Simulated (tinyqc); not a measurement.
Worked calculation: tight binding, honeycomb lattice. One step of it, computed by the program tinyqc.

Question. Bloch Hamiltonian at k. H_AB = -t1 (1 + exp(-i k.a1) + exp(-i k.a2)); H_AA = delta - 2 t2 sum cos(k.b + phi), H_BB = -delta - 2 t2 sum cos(k.b - phi), b = a1, a2 - a1, -a2.

Parameters chosen for this model:
```
parameter,value,unit
t1,2.990000,"eV, nearest"
t2,0,"eV, second neighbours"
phi,0,"rad, phase of t2 (Haldane)"
delta,0,"eV, +/- on A and B"
```

k point k (fractions of the reciprocal vectors): 0.060000  0.060000

Give: H(k) at k.

Answer.

H(k) at k (eV):
```
,A,B
A,0.0000,-8.5501+2.2014i
B,-8.5501-2.2014i,0.0000
```
